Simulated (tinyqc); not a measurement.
Minority carriers and saturation current of a heavily doped emitter: one step of the calculation.

n-type, parabolic bands, full ionisation. eta = (EF - Ec)/kB T solves N = Nc F12(eta), F12(x) = (2/sqrt(pi)) int_0^infinity sqrt(u)/(1 + exp(u - x)) du. The gap shrinks rigidly by dEg = E1 [ln(N/N0) + sqrt(ln^2(N/N0) + 0.5)], an empirical law that is here taken as the true narrowing.

Question. Fermi level. Newton step on ln F12(eta) = ln(N/Nc): eta(new) = eta - ln(Nc F12/N) F12/Fm, Fm(x) = dF12/dx = (1/sqrt(pi)) int_0^infinity u^(-1/2)/(1 + exp(u - x)) du.

Parameters, values chosen for the exercise: conduction-band density of states at 250 K Nc = 7.76e18 cm^-3; ionised donor density N = 2.4e18 cm^-3.

eta at the start (Boltzmann value) = -1.1735

Wanted: F12; Fm; eta after iteration 1.

Answer.

F12 = 0.28022
Fm = 0.25514
eta after iteration 1 = -1.0651

Range of the model: Band tails, non-parabolic bands and incomplete ionisation are left out.

Program tinyqc, `OMP_NUM_THREADS=1 python tinyqc.py 2330066 2330067 out.jsonl`; Intel Xeon 2.30GHz, shared host, one thread, about 0.01 s.
